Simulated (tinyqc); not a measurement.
Worked calculation: plane-wave Kohn-Sham cycle with exchange-only LDA in a layered model solid. One step of it, computed by the program tinyqc.

Question. Iteration 1: Hamiltonian at one k. H(m,m') = (k + G_m)^2/2 delta + V(G_m - G_m'), with V(-G) = V(G).

A solid whose potential varies along x alone (atomic units):

| parameter | value |
|---|---|
| period a | 9.800000 |
| cross-section of the cell | 36.000000 |
| electrons per cell | 2 |
| grid points | 16 |
| plane waves -n..n, n | 2 |
| k points | 1 |
| V1 in V1 cos(2 pi x/a) | -0.670000 |
| V2 in V2 cos(4 pi x/a) | 0.080000 |

V(G_m), m = 0, 1, 2, ... (hartree): -0.175586  -0.335000  0.040000  0.000000  0.000000

k = 0.000000 2 pi / a

Give: H.

Answer.

H (hartree), lower triangle:
```
         -2       -1       +0       +1      +2
-2   0.6465
-1  -0.3350   0.0299
+0   0.0400  -0.3350  -0.1756
+1   0.0000   0.0400  -0.3350   0.0299
+2   0.0000   0.0000   0.0400  -0.3350  0.6465
```
